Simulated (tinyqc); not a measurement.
Hot carriers by balance equations with a heated Maxwellian. Which input was changed? Computed by tinyqc, a small Python program. Command: `OMP_NUM_THREADS=1 python tinyqc.py 3000376 3000377 out.jsonl hot which`. One thread of a shared host (Intel(R) Xeon(R) Processor @ 2.30GHz), about 0.5 s of CPU time with the checks.

The carriers follow a Maxwellian at an electron temperature T_e, slightly displaced; the drift energy is neglected against k_B T_e. The balance averages the rate, not the time, so mu_0 lies below the relaxation-time value.

Inputs (values chosen for the exercise, modelled on holes in germanium): effective mass m = 0.301 m_0; density rho = 5323 kg/m^3; sound velocity v_l = 5150 m/s; acoustic deformation potential D_A = 4.7 eV; phonon energy hbar w = 35.4 meV; optical or intervalley deformation potential D_o = 8.8 1e8 eV/cm; final valleys Z_f = 1; lattice temperature T = 500 K; electric field F = 3 kV/cm; mixing = 0.2; iteration cap = 300.

Band: parabolic. Solver: damped fixed point.

Constants: k_B = 8.617333262e-05 eV/K; k_B = 1.380649e-23 J/K; e = 1.602176634e-19 C; hbar = 1.054571817e-34 J s; m_0 = 9.1093837015e-31 kg; hbar = 6.582119569e-16 eV s.

Method:
- Parabolic band: E = hbar^2 k^2/(2 m), speed v = hbar k/m, states per spin, volume and energy g(E) = m k/(2 pi^2 hbar^2). Masses are multiplied by m_0 and all formulas are in SI units.
- Phonon occupation N_q = 1/(exp(hbar w/(k_B T)) - 1).
- Acoustic deformation potential (elastic, equipartition, absorption and emission together): 1/tau = 2 pi k_B T D_A^2 g(E)/(hbar rho v_l^2).
- Optical or intervalley deformation potential: 1/tau = (pi Z_f D_o^2/(rho w)) [N_q g(E + hbar w) + (N_q + 1) g(E - hbar w)], with g = 0 below the band edge.
- Averages over the Maxwellian, <y> = int y x^(1/2) exp(-x) dx / int x^(1/2) exp(-x) dx with x = E/(k_B T_e), split at x_0 = hbar w/(k_B T_e): 64 Gauss-Legendre points in sqrt(x) below it and 128 in sqrt(x - x_0) above it, up to x = 32. Momentum balance: mu(T_e) = e/(m nu), nu = <x (sum of rates)>/<x>. Power lost per carrier: P(T_e) = hbar w <emission rate - absorption rate> + <(2 m v_l^2/(k_B T)) (E - 2 k_B T) acoustic rate>.
- Energy relaxation time at weak heating: tau_E = (3/2) k_B / (dP/dT_e), the derivative by a central difference of +/- 0.5 K at T_e = T.
- Fixed point: T_out = T + (T_e - T) e mu(T_e) F^2/P(T_e), T_new = T_e + mixing (T_out - T_e).
- Start at T_e = 1.5 T; stop when T_e moves by less than 1e-6 K or exceeds 1e6 K.

Task: One of these inputs alone was changed, within the range given: acoustic deformation potential D_A (2.35 to 9.4); phonon energy hbar w (17.7 to 70.8); lattice temperature T (250 to 700); electric field F (1.5 to 6). Which one, and to what value?

Results:
```
run     electron temperature T_e (K)  low-field mobility mu_0 (cm^2/(V s))  energy relaxation time tau_E (ps)
before                      564.7943                              805.7676                           1.199074
after                       588.6766                              805.7676                           1.199074
```

Result:

Each candidate set to reproduce electron temperature T_e, and what it then gives:
```
candidate                                range searched  value needed  low-field mobility mu_0 (cm^2/(V s))  energy relaxation time tau_E (ps)
acoustic deformation potential D_A (eV)     2.35 to 9.4  out of reach                                     -                                  -
phonon energy hbar w (meV)                 17.7 to 70.8         42.56                                1068.9                             1.2690
lattice temperature T (K)                    250 to 700         528.1                                 738.5                             1.2149
electric field F (kV/cm)                       1.5 to 6         3.530                                 805.8                             1.1991
```

Only electric field F fits every result: it went from 3 to 3.53 kV/cm. The next best candidate, lattice temperature T, misses one result by 8.4 %.
